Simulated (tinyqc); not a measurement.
# Undoped symmetric double-gate MOSFET, analytic potential model, step by step

tinyqc, about 0.01 s, one thread, Intel Xeon 2.30GHz (shared host): `OMP_NUM_THREADS=1 python tinyqc.py 2440085 2440086 out.jsonl` Printed values are rounded.

An undoped body of thickness ts between two equal insulators and tied gates; long channel, electrons only, n = ni exp((psi - V)/Vt) with V the quasi-Fermi potential (0 at the source, Vd at the drain), constant mobility, no quantisation. Across the body psi(x) = V - 2 Vt ln[(ts/(2 beta)) sqrt(q ni/(2 eps0 eps_r Vt)) cos(2 beta x/ts)], x from the centre. Q is the electron charge per area of the whole body.

Inputs (values chosen for the exercise); material values those of a made-up semiconductor: temperature T = 300 K; band gap Eg = 0.926 eV; relative permittivity of the semiconductor eps_r = 8.81; conduction-band density of states at T Nc = 2.69e19 cm^-3; valence-band density of states at T Nv = 3.38e19 cm^-3; relative permittivity of the gate insulator eox = 7.84; insulator thickness tox = 5.1 nm; body thickness ts = 20 nm; gate work function less that of the intrinsic body dphi = -0.17 V; channel mobility mu = 140 cm^2/(V s); gate length L = 0.5 um; gate voltage Vg = 0.71 V; drain voltage Vd = 1 V.

Constants: q = 1.602176634e-19 C, kB = 1.380649e-23 J/K, Vt = kB T/q, eps0 = 8.8541878128e-14 F/cm where lengths are in cm. Results are converted to the units shown.

Range of the model: The surface density at the source passes 0.3 Nc, where Boltzmann statistics fail.

## Constants of the body

ni = sqrt(Nc Nv) exp(-Eg/(2 Vt)), Eg in volts; r = eps_r tox/(eox ts); V0 = dphi + 2 Vt ln[(2/ts) sqrt(2 eps0 eps_r Vt/(q ni))].

ni = 5.026629e11 cm^-3
r = 0.2865497
V0 = 0.1692805 V

## Iteration 1: beta at the source by Newton steps in z = ln(tan beta)

z at the start = 2

With V = 0, t = exp(z), beta = arctan(t): f = ln(beta) + (1/2) ln(1 + t^2) + 2 r beta t - (Vg - V0)/(2 Vt); with c = t/(1 + t^2), df/dz = c/beta + t c + 2 r t (c + beta); z(new) = z - f/(df/dz).

beta = 1.436278
f = -2.004695
df/dz = 7.719494
z after iteration 1 = 2.259693

## Iteration 2: beta at the source by Newton steps in z = ln(tan beta)

As before.

beta = 1.466790
f = 0.2434356
df/dz = 9.679771
z after iteration 2 = 2.234544

## Course of the iteration: beta at the source by Newton steps in z = ln(tan beta)

Stop when z changes by less than 1e-11, or after 60 iterations.

Course of the iteration:
```
iteration         z  |change|
1          2.259693     0.260
2          2.234544    0.0251
3          2.234259   2.84e-4
4          2.234259   3.57e-8
5          2.234259   < 1e-13
```

Converged in 5 iterations. At the end the number of correct digits about doubles with each step.

## Charges and drain current

beta_s = 1.464131
beta_d = 1.387438e-4

beta (between 0 and pi/2) solves (Vg - V0 - V)/(2 Vt) = ln(beta) - ln(cos beta) + 2 r beta tan(beta). Q = 8 eps0 eps_r Vt beta tan(beta)/ts; I = mu (1/L)(4 eps0 eps_r/ts)(2 Vt)^2 [g(beta_s) - g(beta_d)] per width, g = beta tan(beta) - beta^2/2 + r beta^2 tan^2(beta), with beta_s at V = 0 and beta_d at V = Vd.

Qs = 1103.025 nC/cm^2
Qd = 1.552766e-6 nC/cm^2
g(beta_s) = 66.18380
g(beta_d) = 9.624921e-9
I = 77.28810 uA/um

The term r beta^2 tan^2(beta), which gives the square law, makes up 81.0 % of g at the source.

## Potential and electron density across the body at the source

x/ts, point 0 to 6: 0  0.1  0.2  0.3  0.4  0.45  0.5

psi(x) as above with V = 0 and beta = beta_s; n = ni exp(psi/Vt).

```
point    psi (V)    n (cm^-3)
0      0.3589933  5.396329e17
1      0.3612424  5.886846e17
2      0.3684189  7.770374e17
3      0.3822038  1.324395e18
4      0.4078176  3.567069e18
5      0.4305906  8.607579e18
6      0.4748081  4.761043e19
```

The density at the surface is 88.2 times that at the centre (1/cos^2 beta). It reaches 1.8 Nc, where Boltzmann statistics overestimate it.
